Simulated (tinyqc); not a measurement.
Hartree-Fock atom on a uniform radial grid, spin-unpolarised, for Li+, step by step. Computed by tinyqc, a small Python program that keeps every step. Settings: Z = 3, points = 256, R = 5.2, functional = hf2, mixing = 1.0, iteration cap = 79. Command: `OMP_NUM_THREADS=1 python tinyqc.py 27532 27533 out.jsonl` (the two numbers bound the seeds that draw the settings). One thread of a shared host (Intel(R) Xeon(R) Processor @ 2.60GHz), about 0.1 s of CPU time with the checks. Later iterations appear only in the table of the cycle.

## Iteration 1

Spherical atom on a uniform radial grid r_j = j h with h = R/(N + 1), h sum u^2 = 1 and integrals as h times sums, u(0) = u(R) = 0 (atomic units):
```
parameter,value
Z,3
points N,256
R,5.200000
h,0.020233
mixing,1.000000
electrons in 1s,2
```

Three-point differences turn -u''/2 + [l(l+1)/2r^2 - Z/r + V] u = e u into a tridiagonal matrix (diagonal 1/h^2 + potential, off-diagonal -1/2h^2). D = sum f u^2; the Hartree potential y/r solves y'' = -D/r with y(0) = 0, y(R) = N_e; for two electrons in one orbital exchange is -V_H/2 (Hartree-Fock); E = sum f e - int D V + int D (V_H/2 + eps_xc); V(new) = V + mixing (V_H + v_xc - V).

eigenvalues (hartree): 1s -4.495863

Every 16th grid point:
```
r,V in,u(1s),D,V_H,v_xc
0.323735,0.000000,1.273421,3.243200,4.431593,-2.215797
0.647471,0.000000,0.964875,1.861967,2.901933,-1.450967
0.971206,0.000000,0.548316,0.601302,2.035498,-1.017749
1.294942,0.000000,0.276974,0.153429,1.541274,-0.770637
1.618677,0.000000,0.131165,0.034409,1.235137,-0.617568
1.942412,0.000000,0.059631,0.007112,1.029586,-0.514793
2.266148,0.000000,0.026356,0.001389,0.882546,-0.441273
2.589883,0.000000,0.011412,0.000260,0.772234,-0.386117
2.913619,0.000000,0.004864,0.000047,0.686431,-0.343216
3.237354,0.000000,0.002047,0.000008,0.617788,-0.308894
3.561089,0.000000,0.000853,1.46e-06,0.561626,-0.280813
3.884825,0.000000,0.000352,2.48e-07,0.514824,-0.257412
4.208560,0.000000,0.000144,4.16e-08,0.475222,-0.237611
4.532296,0.000000,0.000058,6.64e-09,0.441277,-0.220639
4.856031,0.000000,0.000020,8.37e-10,0.411859,-0.205929
5.179767,0.000000,1.04e-06,0,0.386118,-0.193059
```

total energy = -7.11741652 hartree

## Iteration 2

As before.

eigenvalues (hartree): 1s -2.686074

Every 16th grid point:
```
r,V in,u(1s),D,V_H,v_xc
0.323735,2.215797,1.161836,2.699727,4.050287,-2.025144
0.647471,1.450967,0.989190,1.956995,2.783864,-1.391932
0.971206,1.017749,0.656468,0.861902,2.004829,-1.002414
1.294942,0.770637,0.394981,0.312019,1.533936,-0.766968
1.618677,0.617568,0.225268,0.101492,1.233456,-0.616728
1.942412,0.514793,0.124181,0.030842,1.029210,-0.514605
2.266148,0.441273,0.066860,0.008941,0.882464,-0.441232
2.589883,0.386117,0.035379,0.002503,0.772216,-0.386108
2.913619,0.343216,0.018473,0.000683,0.686428,-0.343214
3.237354,0.308894,0.009544,0.000182,0.617788,-0.308894
3.561089,0.280813,0.004886,0.000048,0.561626,-0.280813
3.884825,0.257412,0.002479,0.000012,0.514824,-0.257412
4.208560,0.237611,0.001240,3.07e-06,0.475222,-0.237611
4.532296,0.220639,0.000596,7.12e-07,0.441277,-0.220639
4.856031,0.205929,0.000244,1.19e-07,0.411859,-0.205929
5.179767,0.193059,0.000013,3.46e-10,0.386118,-0.193059
```

total energy = -7.22599911 hartree

## Convergence

Stop when input and output potentials agree to 1e-7.

Course of the cycle (hartree):
```
iteration,E,e(1s),largest |V(out) - V(in)|
1,-7.11741652,-4.495863,2.99e+00
2,-7.22599911,-2.686074,3.65e-01
3,-7.22891677,-2.807438,6.22e-02
4,-7.22900023,-2.786109,1.05e-02
5,-7.22900260,-2.789675,1.77e-03
6,-7.22900267,-2.789072,2.98e-04
7,-7.22900267,-2.789174,5.03e-05
8,-7.22900267,-2.789157,8.49e-06
9,-7.22900267,-2.789160,1.43e-06
10,-7.22900267,-2.789159,2.42e-07
11,-7.22900267,-2.789159,4.08e-08
```

Converged in 11 iterations. A uniform grid resolves the cusp poorly: for a bare nucleus this grid gives 1s at -4.49586 against -Z^2/2 = -4.5 hartree. Before convergence this energy mixes input and output and is not variational, so it may rise towards its limit.
